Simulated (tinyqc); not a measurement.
From results back to parameters: band folding and unfolding in a supercell of a chain. Four cases, with inputs chosen for the exercise.

Problem. A chain with hopping -t and site energies alternating +V, -V has E = -/+ sqrt(V^2 + 4 t^2 cos^2(ka)); the lower state has weight (1 + 2t cos(ka)/|E|)/2 on k and the rest on k + pi/a. The gap at ka = pi/2 and the full spread at k = 0 come from hidden t and V.

Find: V, t; weight of the lowest state on k = 0.

Method. The gap is 2V and the spread 2 sqrt(V^2 + 4t^2).

Case 1.

values (eV): gap 0.64000, spread at k = 0 4.76319

Solution.

V, t (eV): 0.320  1.180

weight of the lowest state on k = 0 = 0.9955

Case 2.

values (eV): gap 1.46000, spread at k = 0 6.05855

Solution.

V, t (eV): 0.730  1.470

weight of the lowest state on k = 0 = 0.9853

Case 3.

values (eV): gap 2.14000, spread at k = 0 7.47296

Solution.

V, t (eV): 1.070  1.790

weight of the lowest state on k = 0 = 0.9791

Case 4.

values (eV): gap 0.52000, spread at k = 0 6.85974

Solution.

V, t (eV): 0.260  1.710

weight of the lowest state on k = 0 = 0.9986

Computed by tinyqc, one run a case: `OMP_NUM_THREADS=1 python tinyqc.py N N+1 out.jsonl` with N = 1450084, 1450170, 1450248, 1450407; one thread of a shared Intel(R) Xeon(R) Processor @ 2.30GHz, about 0.01 s a run at most.
